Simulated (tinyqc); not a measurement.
Short-channel transistor, virtual-source model with series resistance: two steps of the calculation.

The current per gate width is the charge at the top of the source barrier (the virtual source) times its velocity times a saturation function; al and be are fitting constants of the model. Units: I in uA/um, Rs in ohm um, so I Rs = 1e-6 I Rs in volts; Q in uC/cm^2, so I = 1e-4 Q vx0 Fsat with vx0 in cm/s.

Values chosen for this exercise:
- T = 273 K (temperature)
- Cinv = 1.58 uF/cm^2 (inversion capacitance)
- vx0 = 6.42e6 cm/s (velocity at the virtual source)
- mu = 140 cm^2/(V s) (apparent mobility)
- L = 45 nm (channel length)
- VT0 = 0.31 V (threshold at zero drain voltage)
- dl = 0.06 V/V (drain-induced barrier lowering)
- n0 = 1.22 (subthreshold factor)
- nd = 0 1/V (growth of n with drain voltage)
- al = 3.5 (threshold shift (in units of Vt) from weak to strong inversion)
- be = 1.8 (sharpness of saturation)
- Rs = 70 ohm um (series resistance of each contact)
- Vgs = 1 V (gate voltage)
- Vds = 0.05 V (drain voltage)

Constants: q = 1.602176634e-19 C, kB = 1.380649e-23 J/K, Vt = kB T/q. Results are converted to the units shown.

Problem 1. Current through the series resistance. Intrinsic voltages Vg' = Vgs - I Rs, Vd' = Vds - 2 I Rs. n = n0 + nd Vd', VT = VT0 - dl Vd', Ff = 1/(1 + exp((Vg' - VT + al Vt/2)/(al Vt))), Q = Cinv n Vt ln(1 + exp((Vg' - VT + al Vt Ff)/(n Vt))), Vdsat = (vx0 L/mu)(1 - Ff) + Vt Ff, Fsat = u/(1 + u^be)^(1/be) with u = Vd'/Vdsat, and I(out) = Q vx0 Fsat per width. (Fsat takes the sign of u.) I(new) = I + 0.3 (I(out) - I).

I after iteration 2 = 76.765856 uA/um

Give: Vg'; Vd'; VT; Ff; Q; Vdsat; Fsat; I(out); I after iteration 3.

Solution 1.

Vg' = 0.99463 V
Vd' = 0.039253 V
VT = 0.30764 V
Ff = 1.4431e-4
Q = 1.0854 uC/cm^2
Vdsat = 0.20633 V
Fsat = 0.18511
I(out) = 129.00 uA/um
I after iteration 3 = 92.435 uA/um

Problem 2. What the series resistance costs. n = n0 + nd Vd', VT = VT0 - dl Vd', Ff = 1/(1 + exp((Vg' - VT + al Vt/2)/(al Vt))), Q = Cinv n Vt ln(1 + exp((Vg' - VT + al Vt Ff)/(n Vt))), Vdsat = (vx0 L/mu)(1 - Ff) + Vt Ff, Fsat = u/(1 + u^be)^(1/be) with u = Vd'/Vdsat, and I = Q vx0 Fsat per width. I0 is the current for Rs = 0. Effective velocity I/Q; transit time L Q/I.

converged I = 112.67420 uA/um
I0 = 163.38784 uA/um

Wanted: loss against I0; effective velocity; transit time.

Solution 2.

loss against I0 = 31.039 %
effective velocity = 1.0423e6 cm/s
transit time = 4.3173 ps

tinyqc, about 0.01 s, one thread, Intel Xeon 2.30GHz (shared host): `OMP_NUM_THREADS=1 python tinyqc.py 2380148 2380149 out.jsonl`
